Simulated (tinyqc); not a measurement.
## Reduced doping and fringe capacitance from two biases

Inverse problem. C = eps0 eps_r hr/W + Cf with W = sqrt(2 eps0 eps_r (Vb + V)/(q Nr)), 1/Nr = 1/Na + 1/Nd. Find Cf, W at zero bias and Nr.

Values chosen for this exercise; values close to those of silicon near 1550 nm: relative permittivity of the semiconductor eps_r = 11.7; built-in voltage Vb = 0.93 V; rib height hr = 220 nm.

Constants: q = 1.602176634e-19 C, eps0 = 8.8541878128e-14 F/cm where lengths are in cm. Results are converted to the units shown.

C at V = 0 and 3 V (pF/m): 372.49273  193.52702

Answer. C is linear in (Vb + V)^(-1/2); the intercept is Cf.

Cf = 24.0 pF/m
W(0) = 65.4 nm
Nr = 2.81e17 cm^-3

tinyqc, about 0.01 s, one thread, Intel Xeon 2.30GHz (shared host): `OMP_NUM_THREADS=1 python tinyqc.py 2650135 2650136 out.jsonl`
